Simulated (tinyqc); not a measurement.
# Resonant-tunnelling diode, transfer matrices and Tsu-Esaki current: effect of temperature at two biases

Emitter (band edge 0), barrier d1, well Lw, barrier d2, collector (edge -V). The bias drops linearly over these layers and none in the contacts; each layer is cut into ns equal slices, flat at the value of their centres. E is the energy of motion across the layers, C = hbar^2/(2 m0), psi and psi'/m are continuous. Transport is coherent, T(E) is taken as independent of the transverse momentum, and charge in the well is ignored.

The current at V = 0.377 V and at V = 0.577 V, Ef held fixed. For the pair (psi, psi'/m) a flat layer has M = [[cos kd, (m/k) sin kd], [-(k/m) sin kd, cos kd]] with k = sqrt(m (E - U)/C) above its edge U, and M = [[cosh Kd, (m/K) sinh Kd], [(K/m) sinh Kd, cosh Kd]] with K = sqrt(m (U - E)/C) below it. Later slices stand to the left. With M acting on (psi, psi'/m) and v = k/m in each lead, T(E) = 4 vL vR/[(vL vR M12 - M21)^2 + (vR M11 + vL M22)^2]. J = J0 times the integral over E > 0 of T(E) N(E), N = ln[(1 + exp((Ef - E)/Vt))/(1 + exp((Ef - V - E)/Vt))], J0 = q^2 mw m0 kB T/(2 pi^2 hbar^3) (times 1e-4 for A/cm^2 per eV). The integral is converged to the digits shown.

Parameters, values chosen for the exercise; masses and offsets of a made-up heterostructure:
```
symbol,value,unit,meaning
mw,0.034,m0,"mass in the well, spacer and contacts"
U1,1,eV,barrier height
m1,0.15,m0,barrier mass
d1,0.8,nm,emitter barrier
Lw,3.3,nm,well width
d2,0.8,nm,collector barrier
ns,4,,slices in each layer
Ef,0.12,eV,Fermi energy of both contacts above their band edges
```

Constants: q = 1.602176634e-19 C, kB = 1.380649e-23 J/K, hbar = 1.054571817e-34 J s, m0 = 9.1093837015e-31 kg, Vt = kB T/q, hbar^2/(2 m0) = 0.0380998212 eV nm^2. Results are converted to the units shown.

Effect of temperature at two biases:
```
T (K),J at 0.377 V (kA/cm^2),J at 0.577 V (kA/cm^2),ratio
40,1398,103.5,13.51
77,1400,104.2,13.44
150,1408,106.7,13.20
220,1423,110.6,12.87
300,1451,116.9,12.42
400,1504,127.2,11.83
```

The first current rises from 1400 to 1500 kA/cm^2, the second rises from 103 to 127 kA/cm^2, and their ratio falls from 13.5 to 11.8.

Program tinyqc, `OMP_NUM_THREADS=1 python tinyqc.py 2600041 2600042 out.jsonl`; Intel Xeon 2.30GHz, shared host, one thread, about 0.2 s.
